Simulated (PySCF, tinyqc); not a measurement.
Inside a calculation. Method: CCSD on RHF in the sto-3g basis, for H4, spin multiplicity 1. The lowest restricted solution is unstable here: a spin-polarised one lies 0.0145 hartree lower (PySCF). Computed by tinyqc, a small Python program that keeps every step (integrals from PySCF). Settings: charge = 0, multiplicity = 1, basis = sto-3g, method = RHF, energy threshold = 1e-10, iteration cap = 58, orthogonalisation = symmetric, start = Wolfsberg-Helmholz matrix, DIIS depth = 6, amplitude equations = CCSD, DIIS depth for amplitudes = 0, cap on updates = 88. Command: `OMP_NUM_THREADS=1 python tinyqc.py 20477 20478 out.jsonl` (the two numbers bound the seeds that draw the settings). One thread of a shared host (Intel(R) Xeon(R) Processor @ 2.60GHz), about 0.2 s of CPU time with the checks. The early iterations of the SCF are left out here.

## One-electron integrals

Geometry (angstrom):
```
atom         x         y         z
H     0.000000  0.000000  0.000000
H     0.000000  0.000000  1.066000
H     0.000000  1.383000  0.000000
H     0.000000  1.383000  1.066000
```

Basis sto-3g: exponents (1/bohr^2) and contraction coefficients of normalised primitives:
```
element  l (shell)  exponent  coefficient
H            s (1)  3.425251     0.154329
H            s (1)  0.623914     0.535328
H            s (1)  0.168855     0.444635
```

Overlap, kinetic and nuclear-attraction integrals over the contracted functions; the nuclear repulsion is the sum of Za Zb / Rab.

nuclear repulsion = 2.36419455 hartree

overlap S, lower triangle:
```
          1H 1s     2H 1s     3H 1s     4H 1s
1H 1s  1.000000
2H 1s  0.458465  1.000000
3H 1s  0.302752  0.178310  1.000000
4H 1s  0.178310  0.302752  0.458465  1.000000
```

kinetic energy T (hartree), lower triangle:
```
           1H 1s      2H 1s     3H 1s     4H 1s
1H 1s   0.760032
2H 1s   0.088626   0.760032
3H 1s   0.021820  -0.004437  0.760032
4H 1s  -0.004437   0.021820  0.088626  0.760032
```

nuclear attraction V (hartree), lower triangle:
```
           1H 1s      2H 1s      3H 1s      4H 1s
1H 1s  -2.394001
2H 1s  -1.033849  -2.394001
3H 1s  -0.656173  -0.395924  -2.394001
4H 1s  -0.395924  -0.656173  -1.033849  -2.394001
```

core Hamiltonian H = T + V (hartree), lower triangle:
```
           1H 1s      2H 1s      3H 1s      4H 1s
1H 1s  -1.633969
2H 1s  -0.945223  -1.633969
3H 1s  -0.634353  -0.400360  -1.633969
4H 1s  -0.400360  -0.634353  -0.945223  -1.633969
```

## Two-electron integrals

Functions are numbered as in S; the eight-fold symmetry (ij|kl) = (ji|kl) = (kl|ij) leaves the list below.

Two-electron integrals (ij|kl) in chemists' order, unique and non-zero (hartree):
```
(11|11) 0.774606   (21|11) 0.279879   (21|21) 0.132392   (22|11) 0.457077
(22|21) 0.279879   (22|22) 0.774606   (31|11) 0.167920   (31|21) 0.066303
(31|22) 0.117744   (31|31) 0.053428   (32|11) 0.083838   (32|21) 0.040959
(32|22) 0.089318   (32|31) 0.027606   (32|32) 0.017148   (33|11) 0.371477
(33|21) 0.158020   (33|22) 0.300483   (33|31) 0.167920   (33|32) 0.089318
(33|33) 0.774606   (41|11) 0.089318   (41|21) 0.040959   (41|22) 0.083838
(41|31) 0.027606   (41|32) 0.016888   (41|33) 0.083838   (41|41) 0.017148
(42|11) 0.117744   (42|21) 0.066303   (42|22) 0.167920   (42|31) 0.037781
(42|32) 0.027606   (42|33) 0.117744   (42|41) 0.027606   (42|42) 0.053428
(43|11) 0.158020   (43|21) 0.074976   (43|22) 0.158020   (43|31) 0.066303
(43|32) 0.040959   (43|33) 0.279879   (43|41) 0.040959   (43|42) 0.066303
(43|43) 0.132392   (44|11) 0.300483   (44|21) 0.158020   (44|22) 0.371477
(44|31) 0.117744   (44|32) 0.083838   (44|33) 0.457077   (44|41) 0.089318
(44|42) 0.167920   (44|43) 0.279879   (44|44) 0.774606
```

## Orthogonalisation

S = U s U^T; symmetric (Loewdin) form X = U s^(-1/2) U^T, so that X^T S X = 1.

eigenvalues of S: 0.417094  0.665977  0.977403  1.939527

X, lower triangle:
```
           1H 1s      2H 1s      3H 1s     4H 1s
1H 1s   1.125830
2H 1s  -0.261060   1.125830
3H 1s  -0.154117   0.007393   1.125830
4H 1s   0.007393  -0.154117  -0.261060  1.125830
```

## Iteration 2 (converged): orbitals

converged F (hartree), lower triangle:
```
           1H 1s      2H 1s      3H 1s      4H 1s
1H 1s  -0.248576
2H 1s  -0.467198  -0.248576
3H 1s  -0.228610  -0.193284  -0.248576
4H 1s  -0.193284  -0.228610  -0.467198  -0.248576
```

Diagonalise F' = X^T F X, C = X C', fill 2 alpha and 2 beta electrons from the bottom; D = 2 C_occ C_occ^T. Each column has its largest component positive (the first on a tie).

F' = X^T F X (hartree), lower triangle:
```
           1          2          3          4
1  -0.000791
2  -0.442831  -0.000791
3  -0.154879   0.011931  -0.000791
4   0.011931  -0.154879  -0.442831  -0.000791
```

orbital energies (hartree): MO1 -0.586570, MO2 -0.300674, MO3 0.275229, MO4 0.608850

coefficients C:
```
            MO1        MO2        MO3        MO4
1H 1s  0.359023   0.505747   0.612690   0.774200
2H 1s  0.359023   0.505747  -0.612690  -0.774200
3H 1s  0.359023  -0.505747   0.612690  -0.774200
4H 1s  0.359023  -0.505747  -0.612690   0.774200
```

D after iteration 2, lower triangle:
```
           1H 1s      2H 1s     3H 1s     4H 1s
1H 1s   0.769355
2H 1s   0.769355   0.769355
3H 1s  -0.253765  -0.253765  0.769355
4H 1s  -0.253765  -0.253765  0.769355  0.769355
```

## Convergence

Stop when the energy changes by less than 1e-10 hartree and every element of the error matrix X^T (F D S - S D F) X is below 3e-06.

Course of the cycle:
```
iteration  E (hartree)     change  largest element of the error matrix
1          -1.96652771          -                             2.27e-15
2          -1.96652771  -8.88e-16                             9.36e-16
```

PySCF RHF in the same basis = -1.96652771 hartree

Converged in 2 iterations.

## Integrals over molecular orbitals

(pq|rs) = sum C_ip C_jq C_kr C_ls (ij|kl), one index at a time.

one-electron integrals over orbitals h = C^T H C (hartree), lower triangle:
```
           1          2          3          4
1  -1.863292
2   0.000000  -1.580186
3   0.000000   0.000000  -1.385542
4   0.000000   0.000000   0.000000  -1.090290
```

Two-electron integrals over orbitals (pq|rs), unique and non-zero (hartree):
```
(11|11) 0.480804   (21|21) 0.153240   (22|11) 0.474579   (22|22) 0.483594
(31|31) 0.120099   (32|32) 0.086467   (33|11) 0.468042   (33|22) 0.465627
(33|33) 0.475568   (41|32) 0.084756   (41|41) 0.083124   (42|31) 0.123070
(42|42) 0.134371   (43|21) 0.153272   (43|43) 0.168410   (44|11) 0.474917
(44|22) 0.483401   (44|33) 0.483434   (44|44) 0.501727
```

## CCSD: starting amplitudes

t_ij^ab = <ij||ab> / (e_i + e_j - e_a - e_b), whose energy is MP2.

Starting amplitudes (spin orbitals 1a, 1b, ...; amplitudes related by a flip of all spins are not repeated):
```
from      to          t
2a 2b  3a 3b  -0.075071
2a 2b  4a 4b  -0.073869
1a 1b  3a 3b  -0.069679
1a 2b  3a 4b  -0.069479
1a 2b  3b 4a   0.047849
1a 1b  4a 4b  -0.034768
1a 2a  3a 4a  -0.021631
```

correlation energy = -0.05454570 hartree

## CCSD: amplitude update 1

t_i^a D_i^a and t_ij^ab D_ij^ab are set to the remaining terms of the spin-orbital equations, evaluated with the old amplitudes; for the doubles these are <ij||ab> + 1/2 <ab||ef> t_ij^ef + 1/2 <mn||ij> t_mn^ab + P(ij)P(ab) <mb||ej> t_im^ae + terms in t^2 + terms with t1, D the orbital-energy denominators.

Amplitudes after update 1 (spin orbitals 1a, 1b, ...; amplitudes related by a flip of all spins are not repeated):
```
from      to          t
2a 2b  3a 3b  -0.127525
2a 2b  4a 4b  -0.097827
1a 2b  3a 4b  -0.095215
1a 1b  3a 3b  -0.093767
1a 2b  3b 4a   0.073882
1a 1b  4a 4b  -0.048991
1a 2a  3a 4a  -0.021333
```

correlation energy = -0.07710022 hartree

## CCSD: amplitude update 2

As before.

Amplitudes after update 2 (spin orbitals 1a, 1b, ...; amplitudes related by a flip of all spins are not repeated):
```
from      to          t
2a 2b  3a 3b  -0.160089
1a 2b  3a 4b  -0.106033
2a 2b  4a 4b  -0.105067
1a 1b  3a 3b  -0.101914
1a 2b  3b 4a   0.086129
1a 1b  4a 4b  -0.054754
1a 2a  3a 4a  -0.019904
```

correlation energy = -0.08697560 hartree

## CCSD: amplitude update 3

As before.

Amplitudes after update 3 (spin orbitals 1a, 1b, ...; amplitudes related by a flip of all spins are not repeated):
```
from      to          t
2a 2b  3a 3b  -0.179757
1a 2b  3a 4b  -0.111246
2a 2b  4a 4b  -0.106547
1a 1b  3a 3b  -0.104096
1a 2b  3b 4a   0.091502
1a 1b  4a 4b  -0.057396
1a 2a  3a 4a  -0.019743
```

correlation energy = -0.09153851 hartree

## CCSD: convergence

E_corr = 1/4 sum <ij||ab> t_ij^ab + 1/2 sum <ij||ab> t_i^a t_j^b; stop when the norm of the change is below 1e-8.

Course of the amplitude iterations:
```
update  correlation energy (hartree)  norm of the change
0                        -0.05454570                   -
1                        -0.07710022            1.65e-01
2                        -0.08697560            8.37e-02
3                        -0.09153851            4.53e-02
4                        -0.09373838            2.64e-02
5                        -0.09484454            1.65e-02
6                        -0.09542810            1.10e-02
7                        -0.09575307            7.61e-03
8                        -0.09594446            5.37e-03
9                        -0.09606329            3.84e-03
10                       -0.09614042            2.76e-03
11                       -0.09619226            1.99e-03
12                       -0.09622800            1.43e-03
13                       -0.09625307            1.04e-03
...                              ...                 ...
36                       -0.09631649            6.21e-07
37                       -0.09631650            4.49e-07
38                       -0.09631651            3.26e-07
39                       -0.09631652            2.36e-07
40                       -0.09631652            1.71e-07
41                       -0.09631652            1.24e-07
42                       -0.09631653            8.96e-08
43                       -0.09631653            6.49e-08
44                       -0.09631653            4.70e-08
45                       -0.09631653            3.40e-08
46                       -0.09631653            2.47e-08
47                       -0.09631653            1.79e-08
48                       -0.09631653            1.29e-08
49                       -0.09631653            9.37e-09
```

Converged amplitudes (spin orbitals 1a, 1b, ...; amplitudes related by a flip of all spins are not repeated):
```
from      to          t
2a 2b  3a 3b  -0.215803
1a 2b  3a 4b  -0.118666
2a 2b  4a 4b  -0.100579
1a 1b  3a 3b  -0.098769
1a 2b  3b 4a   0.094530
1a 1b  4a 4b  -0.062528
1a 2a  3a 4a  -0.024137
```

CCSD total energy = -2.06284424 hartree

T1 diagnostic, norm of the one-spin t1 over sqrt(correlated electrons) = 0.000000

Converged in 49 updates.
